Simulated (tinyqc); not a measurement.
# Changing the C12

Model: anisotropic elasticity and sound waves of a cubic crystal. Computed by tinyqc, a small Python program. Command: `OMP_NUM_THREADS=1 python tinyqc.py 3010657 3010658 out.jsonl cubicelastic sweep`. One thread of a shared host (Intel(R) Xeon(R) Processor @ 2.30GHz), about 0.01 s of CPU time with the checks.

Voigt order 1..6 = xx, yy, zz, yz, xz, xy, with engineering shear strains. The rotated frame has x' as named, z' along the wafer normal and y' = z' x x'.

Inputs (values chosen for the exercise, modelled on indium arsenide):
```
quantity                                value   unit
C11                                     82.18    GPa
C44                                     39.74    GPa
expansion coefficient of the film         4.4  ppm/K
expansion coefficient of the substrate    2.6  ppm/K
cooling Delta T                           300      K
```

Frame: (111) wafer, x' along [1-10].

direction cosines a (rows x', y', z' in the cube axes):
```
            x           y           z
x'  0.7071068  -0.7071068   0.0000000
y'  0.4082483   0.4082483  -0.8164966
z'  0.5773503   0.5773503   0.5773503
```

Method:
- S11 = (C11 + C12)/D, S12 = -C12/D, D = (C11 - C12)(C11 + 2 C12), S44 = 1/C44. Zener ratio A = 2 C44/(C11 - C12); S0 = S11 - S12 - S44/2; H = 2 C44 + C12 - C11.
- C'_ijkl = C12 delta_ij delta_kl + C44 (delta_ik delta_jl + delta_il delta_jk) - H sum_m a_im a_jm a_km a_lm.
- Invert C' to S'. E along x' = 1/S'11, along y' = 1/S'22; Poisson ratios nu(x'y') = -S'12/S'11 and nu(x'z') = -S'13/S'11; in-plane shear modulus 1/S'66.
- On cooling, a thick substrate imposes eps_1 = eps_2 = (alpha_film - alpha_substrate) Delta T and eps_6 = 0; the free surface sets sigma_3 = sigma_4 = sigma_5 = 0, which fixes eps_3, eps_4, eps_5. Biaxial modulus M = (sigma_1 + sigma_2)/(2 eps); energy density M eps^2. Elastic response and constant coefficients are assumed.

One run for each value:
```
C12 (GPa)  E along x' (GPa)  biaxial modulus M (GPa)  Zener ratio A  nu(x'z')  in-plane shear modulus (GPa)
12.8                 84.848                    96.34         1.1456   0.09343                        37.901
21.6                 85.465                   105.14         1.3120   0.13122                        35.997
30.3                 84.474                   112.83         1.5320   0.15706                        33.754
39.0                 81.755                   119.68         1.8407   0.17274                        31.041
47.8                 76.842                   125.88         2.3118   0.17819                        27.650
56.5                 69.019                   131.41         3.0950   0.17159                        23.399
65.2                 56.579                   136.43         4.6808   0.14857                        17.845
74.0                 35.570                   141.04         9.7164   0.09767                        10.175
```

Describe and explain the trends.

Over the rows, E along x' (GPa) goes from 84.8 through a maximum among these rows, 85.5 at 21.6, to 35.6; biaxial modulus M (GPa) rises from 96.3 to 141 (exponent d ln y / d ln x 0.17 between the first rows and 0.26 between the last); Zener ratio A rises from 1.15 to 9.72 (exponent d ln y / d ln x 0.26 between the first rows and 5.8 between the last). As C12 nears C11 the shear constant (C11 - C12)/2 vanishes, and directions that use it turn soft. Left out: 4.11 (the crystal is unstable or isotropic).

Extremes, crossings and ranges named in words are read from the listed rows.
